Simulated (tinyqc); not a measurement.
Stretching the bonds: Weaire-Thorpe hybrids on a Bethe lattice: gap and dangling bond of an amorphous tetrahedral solid.

Inputs chosen for the exercise (out of a larger set: of the size of tabulated hybrid energies for amorphous silicon; not measured data): V1 = 1.69 eV (coupling of two hybrids on one atom); V2 = 4.42 eV (coupling of the two hybrids of a bond).

V2 is scaled as (d0/d)^2 and V1 stays. Bound 2 V2 - 4 V1; tree V2 - 2 V1 + sqrt(V2^2 + 4 V1^2 - 2 sqrt3 V1 V2); a negative bound means that a network with rings may have no gap.

Against d/d0:

| d/d0 | V2 (eV) | V2/V1 | bound (eV) | tree (eV) |
|---|---|---|---|---|
| 0.96 | 4.796 | 2.838 | 2.832 | 3.936 |
| 0.98 | 4.602 | 2.723 | 2.444 | 3.602 |
| 1.00 | 4.420 | 2.615 | 2.080 | 3.295 |
| 1.04 | 4.087 | 2.418 | 1.413 | 2.756 |
| 1.07 | 3.861 | 2.284 | 0.961 | 2.411 |
| 1.10 | 3.653 | 2.161 | 0.546 | 2.112 |
| 1.15 | 3.342 | 1.978 | -0.076 | 1.702 |

Give the missing row, d/d0 = 1.02.

Computed row:
```
d/d0  V2 (eV)  V2/V1  bound (eV)  tree (eV)
1.02    4.248  2.514       1.737      3.014
```

The bound falls by 177 meV for each per cent of stretch near d0 and vanishes at d/d0 = 1.144, inside the table. Weak, stretched bonds therefore put states closest to the edges, one origin of band tails.

(tinyqc, `OMP_NUM_THREADS=1 python tinyqc.py 1482228 1482229 out.jsonl`, Intel(R) Xeon(R) Processor @ 2.30GHz, 1 thread, shared host, about 0.04 s.)
